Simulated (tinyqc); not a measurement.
Smoothing against break-up: capillary instabilities by surface diffusion: grooving and agglomeration of films, edge retraction, wire break-up and smoothing of roughness. Computed by tinyqc, a small Python program. Command: `OMP_NUM_THREADS=1 python tinyqc.py 3030552 3030553 out.jsonl dewet walk`. One thread of a shared host (Intel(R) Xeon(R) Processor @ 2.30GHz), about 0.01 s of CPU time with the checks.

Isotropic surface energy; shapes change by surface diffusion alone.

Inputs (values chosen for the exercise, for a model film):
```
quantity                         value        unit
surface energy gamma_s            3.41       J/m^2
grain-boundary energy gamma_b      1.5       J/m^2
atomic volume Omega               13.6  angstrom^3
surface sites nu                   9.6      1/nm^2
prefactor D0                   0.00025       m^2/s
activation energy Q               2.23          eV
temperature T                      863           K
film thickness h                   3.1          nm
grain radius R                      15          nm
wire radius r                       33          nm
initial ripple over radius        0.02           -
roughness wavelength lambda        100          nm
```

Grooves: at the surface only.

Constants: k_B = 8.617333262e-05 eV/K; k_B = 1.380649e-23 J/K.

Method:
- Groove angle beta: sin(beta) = gamma_b/(2 gamma). For circular grains of radius R with spherical caps the groove ends (measured from the mean surface) at the depth R g(beta), g = (2 - 3 cos beta + cos^3 beta)/(3 sin^3 beta). The film parts if R g(beta_s) > h.
- B = D_s nu gamma_s Omega^2/(k_B T), D_s = D0 exp(-Q/(k_B T)).
- A wire with r + A cos(k z) has dA/dt = (B/r^4) (kr)^2 [1 - (kr)^2] A: unstable for wavelengths above 2 pi r, fastest at kr = 1/sqrt 2 with the rate B/(4 r^4); break-up time about (4 r^4/B) ln(r/A0); each wavelength makes a sphere of radius (3 r^2 lambda_m/4)^(1/3).
- Roughness of wavelength lambda on a flat face decays as exp[-B (2 pi/lambda)^4 t]; the smoothing time is that for a factor e^3.

beta_s = 12.7056 degrees

Times (s); the last column is (h/(0.780 tan beta_s))^4/B:
```
T (K)  B (nm^4/s)   smoothing  wire break-up  groove to depth h
734    7.2891e-02  2.6407e+06     2.5459e+08         1.3246e+06
777    4.8452e-01  3.9727e+05     3.8301e+07         1.9928e+05
820    2.6327e+00  7.3113e+04     7.0487e+06         3.6675e+04
863    1.2054e+01  1.5969e+04     1.5396e+06         8.0105e+03
906    4.7652e+01  4.0394e+03     3.8944e+05         2.0263e+03
949    1.6596e+02  1.1598e+03     1.1182e+05         5.8178e+02
1036   1.5012e+03  1.2822e+02     1.2362e+04         6.4320e+01
```

What does the comparison show, and why?

All times share 1/B, so their ratios do not depend on T: break-up over smoothing is 96. An anneal can smooth this roughness well before the wire breaks. Smoothing is safe for lambda well below 2 pi r, above which a ripple along the wire grows instead. B spans 4.3 decades over these rows.
